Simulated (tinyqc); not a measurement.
Double-gate transistor below threshold, two-dimensional Poisson equation on a small mesh: one step of the calculation.

Half of a symmetric double-gate structure: row 0 is the mid-plane of the body, where the normal field vanishes. Mobile charge is neglected (subthreshold), the body is fully depleted, and potentials are counted from the intrinsic level; rows run upward to the gate, columns from source to drain.

Task. Coefficients of the five-point equations. Mesh: rows i = 0..1 in the semiconductor (step hs = tb/1, row 1 on the interface), then 1 step(s) ho = tox/1 up to the gate row 2; columns j = 0..4 (step hy = L/4). Box integration, divided by eps0: up_i = eps hy/h of the interval above row i, dn_i = that of the interval below (0 for row 0), lat_i = (sum of eps h/2 over the intervals above and below)/hy, s_i = -q Na w_i hy/eps0 with w_i the semiconductor height of the box (hs/2 for row 0 and the interface row, hs between, 0 in the insulator). Each free node obeys (up + dn + 2 lat) psi = up psi(above) + dn psi(below) + lat [psi(left) + psi(right)] + s.

Parameters, values chosen for the exercise; semiconductor permittivity close to that of silicon: relative permittivity of the semiconductor eps_r = 11.9; relative permittivity of the insulator eox = 9; half the body thickness tb = 6 nm; insulator thickness tox = 3.2 nm; channel length L = 48 nm; acceptor density of the depleted body Na = 8.7e17 cm^-3.

Constants: q = 1.602176634e-19 C, eps0 = 8.8541878128e-14 F/cm where lengths are in cm. Results are converted to the units shown.

Wanted: up; dn; lat; s.

Result.

| row | up | dn | lat | s (V) |
|---|---|---|---|---|
| 0 | 23.800 | 0 | 2.9750 | -0.56674 |
| 1 | 33.750 | 23.800 | 4.1750 | -0.56674 |

Computed by the program tinyqc: `OMP_NUM_THREADS=1 python tinyqc.py 2480121 2480122 out.jsonl`, one thread of a shared Intel Xeon 2.30GHz, about 0.1 s for the whole run.
